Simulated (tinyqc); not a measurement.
Worked calculation: plane-wave Kohn-Sham cycle with exchange-only LDA in a layered model solid. One step of it, computed by the program tinyqc.

Question. Iteration 2: Hamiltonian at one k. H(m,m') = (k + G_m)^2/2 delta + V(G_m - G_m'), with V(-G) = V(G).

A solid whose potential varies along x alone (atomic units):

| parameter | value |
|---|---|
| period a | 5.200000 |
| cross-section of the cell | 16.000000 |
| electrons per cell | 2 |
| grid points | 16 |
| plane waves -n..n, n | 3 |
| k points | 2 |
| V1 in V1 cos(2 pi x/a) | -0.210000 |

V(G_m), m = 0, 1, 2, ... (hartree): -0.282414  -0.086301  0.000083  0.000043  0.000001  0.000000  0.000000

k = 0.250000 2 pi / a

Give: H.

Answer.

H (hartree), lower triangle:
```
         -3       -2       -1       +0       +1       +2      +3
-3   5.2382
-2  -0.0863   1.9532
-1   0.0001  -0.0863   0.1282
+0   0.0000   0.0001  -0.0863  -0.2368
+1   0.0000   0.0000   0.0001  -0.0863   0.8582
+2   0.0000   0.0000   0.0000   0.0001  -0.0863   3.4132
+3   0.0000   0.0000   0.0000   0.0000   0.0001  -0.0863  7.4282
```
